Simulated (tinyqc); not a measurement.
p-n diode with diffusion and depletion-layer recombination: two steps of the calculation.

Abrupt junction in the depletion approximation, low injection, full ionisation, neutral widths fixed, ohmic contact on the p side. Vj is the junction voltage; where a series resistance Rs is given, V = Vj + J Rs is the terminal voltage.

Values chosen for this exercise; band and dielectric values close to those of silicon:

| symbol | value | unit | meaning |
|---|---|---|---|
| T | 350 | K | temperature |
| Eg | 1.14 | eV | band gap |
| eps_r | 11.7 |  | relative permittivity |
| Nc | 3.49e19 | cm^-3 | conduction-band density of states at T |
| Nv | 3.39e19 | cm^-3 | valence-band density of states at T |
| Na | 1.6e16 | cm^-3 | acceptor density |
| Nd | 1.5e16 | cm^-3 | donor density |
| mun | 1100 | cm^2/(V s) | electron mobility in the p side |
| mup | 380 | cm^2/(V s) | hole mobility in the n side |
| tn | 2e-7 | s | electron lifetime |
| tp | 1e-6 | s | hole lifetime |
| wp | 3 | um | neutral width of the p side |
| wn | 57 | um | neutral width of the n side |
| Sp | 1e7 | cm/s | recombination velocity at the n contact |
| Et | 0 | eV | trap level above the intrinsic level |
| Vj | 0.46 | V | junction voltage at which recombination is evaluated |

Constants: q = 1.602176634e-19 C, kB = 1.380649e-23 J/K, Vt = kB T/q, eps0 = 8.8541878128e-14 F/cm where lengths are in cm. Results are converted to the units shown.

Task 1. Diffusion lengths and saturation currents. ni = sqrt(Nc Nv) exp(-Eg/(2 Vt)), Eg in volts; D = mu Vt; Ln = sqrt(Dn tn), Lp = sqrt(Dp tp); J0n = q ni^2 Dn coth(wp/Ln)/(Ln Na); J0p = (q ni^2 Dp/(Lp Nd)) (s + tanh(wn/Lp))/(1 + s tanh(wn/Lp)), s = Sp Lp/Dp.

Find: ni; Ln; Lp; J0n; J0p.

Result 1.

ni = 2.132e11 cm^-3
Ln = 25.76 um
Lp = 33.85 um
J0n = 5.058e-8 A/cm^2
J0p = 1.762e-9 A/cm^2

wp/Ln = 0.12 and wn/Lp = 1.7; electrons carry 96.6 % of the diffusion current.

Task 2. Recombination in the depleted layer. ni = sqrt(Nc Nv) exp(-Eg/(2 Vt)), Eg in volts. Vbi = Vt ln(Na Nd/ni^2), W = sqrt(2 eps0 eps_r (Vbi - Vj)(1/Na + 1/Nd)/q), xp = W Nd/(Na + Nd), xn = W Na/(Na + Nd); u(x) = q Na (x + xp)^2/(2 eps0 eps_r) for x < 0 and Vbi - Vj - q Nd (xn - x)^2/(2 eps0 eps_r) for x > 0; p = Na exp(-u/Vt), n = Nd exp((u - Vbi + Vj)/Vt); U = ni^2 (exp(Vj/Vt) - 1)/(tp (n + ni exp(Et/Vt)) + tn (p + ni exp(-Et/Vt))); J_scr = q times the integral of U from -xp to xn. Trapezoid rule on 15 equal steps.

Wanted: W; x; u; n; p; U; J_scr.

Result 2.

W = 189.6 nm

```
point  x (nm)   u (V)  n (cm^-3)  p (cm^-3)  U (cm^-3 s^-1)
0      -91.74  0.0000   1.195e13   1.600e16        5.952e19
1      -79.10  0.0020   1.276e13   1.499e16        6.352e19
2      -66.46  0.0079   1.553e13   1.231e16        7.716e19
3      -53.82  0.0178   2.155e13   8.871e15        1.065e20
4      -41.18  0.0316   3.410e13   5.607e15        1.654e20
5      -28.54  0.0494   6.150e13   3.109e15        2.797e20
6      -15.90  0.0712   1.265e14   1.512e15        4.456e20
7       -3.26  0.0969   2.965e14   6.448e14        4.491e20
8        9.38  0.1244   7.389e14   2.587e14        2.417e20
9       22.02  0.1485   1.642e15   1.164e14        1.148e20
10      34.66  0.1689   3.228e15   5.922e13        5.900e19
11      47.30  0.1856   5.612e15   3.406e13        3.402e19
12      59.94  0.1985   8.629e15   2.216e13        2.215e19
13      72.58  0.2078   1.173e16   1.630e13        1.629e19
14      85.22  0.2133   1.411e16   1.355e13        1.355e19
15      97.85  0.2152   1.500e16   1.275e13        1.274e19
```

J_scr = 4.302e-4 A/cm^2

Program tinyqc, `OMP_NUM_THREADS=1 python tinyqc.py 2260001 2260002 out.jsonl`; Intel Xeon 2.30GHz, shared host, one thread, about 0.01 s.
